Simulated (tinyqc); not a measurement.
One-electron ion in a basis of Gaussians, step by step. One step of it, computed by the program tinyqc.

Task: Generalised eigenproblem. Solve H C = S C e through S^(-1/2); each column has its largest component positive (the first on a tie).

H = T + V (hartree):
$$\begin{pmatrix}
-0.030764 & -0.019342 \\
-0.019342 & -0.049837
\end{pmatrix}$$

S:
$$\begin{pmatrix}
1.000000 & 0.361681 \\
0.361681 & 1.000000
\end{pmatrix}$$

Give: eigenvalues of S; eigenvalues; coefficients.

Result:

eigenvalues of S: [0.638, 1.362]

eigenvalues (hartree): [-0.050, -0.027]

coefficients:
$$\begin{pmatrix}
0.065 & 1.071 \\
0.974 & -0.448
\end{pmatrix}$$

For Z = 1 and l = 2 the exact lowest level is -Z^2/(2 n^2) with n = l + 1: -0.055556 hartree.
